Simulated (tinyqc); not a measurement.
Charge pumping in an n-channel transistor: two steps of the calculation.

The gate is pulsed from accumulation to inversion and back. Energies E are counted from the intrinsic level; Dit(E) = D0 [1 + b (2 E/Eg)^2]. During each edge the traps near the bands emit their carriers, and those between Eh and Ee recombine once a cycle.

Inputs (values chosen for the exercise); band and dielectric values close to those of germanium:
- T = 200 K (temperature)
- Eg = 0.67 eV (band gap)
- Nc = 5.77e18 cm^-3 (conduction-band density of states at 200 K)
- Nv = 3.31e18 cm^-3 (valence-band density of states at 200 K)
- A = 1.2 um^2 (gate area)
- D0 = 4.5e10 cm^-2 eV^-1 (trap density at midgap)
- b = 4.4 (rise of the trap density towards the band edges)
- sn = 3.6e-15 cm^2 (cross-section for electrons)
- sp = 4.9e-16 cm^2 (cross-section for holes)
- vth = 1.1e7 cm/s (thermal velocity at 200 K, one nominal value for electrons and holes)
- dV = 0.53 V (Vth - Vfb)
- Va = 3.4 V (pulse height)
- f = 33000 Hz (frequency)
- tr = 940 ns (rise time)
- tf = 820 ns (fall time)

Constants: q = 1.602176634e-19 C, kB = 1.380649e-23 J/K, Vt = kB T/q. Results are converted to the units shown.

Question 1. Emission levels. ni = sqrt(Nc Nv) exp(-Eg/(2 Vt)), Eg in volts; emission times te = (dV/Va) tf and th = (dV/Va) tr; Ee = -Vt ln(vth sn ni te), Eh = +Vt ln(vth sp ni th).

Give: ni; te; th; Ee; Eh.

Answer 1.

ni = 1.5808e10 cm^-3
te = 127.82 ns
th = 146.53 ns
Ee = 0.16258 eV
Eh = -0.19460 eV

The window covers 53.3 % of the gap.

Question 2. Pumped charge and current. Nit = integral of Dit from Eh to Ee = D0 [Ee - Eh + 4 b (Ee^3 - Eh^3)/(3 Eg^2)], Qcp = q A Nit, Icp = f Qcp.

Ee = 0.16257940 eV
Eh = -0.19459638 eV

Wanted: Nit; mean Dit; traps pumped a cycle; Icp.

Answer 2.

Nit = 2.2934e10 cm^-2
mean Dit = 6.4209e10 cm^-2 eV^-1
traps pumped a cycle = 275.21
Icp = 1.4551 pA

Range of the model: The Fermi levels of inversion and accumulation are taken to lie beyond Ee and Eh, the flat tops to fill all traps, and no geometric current is added.

tinyqc, about 0.01 s, one thread, Intel Xeon 2.30GHz (shared host): `OMP_NUM_THREADS=1 python tinyqc.py 2030061 2030062 out.jsonl`
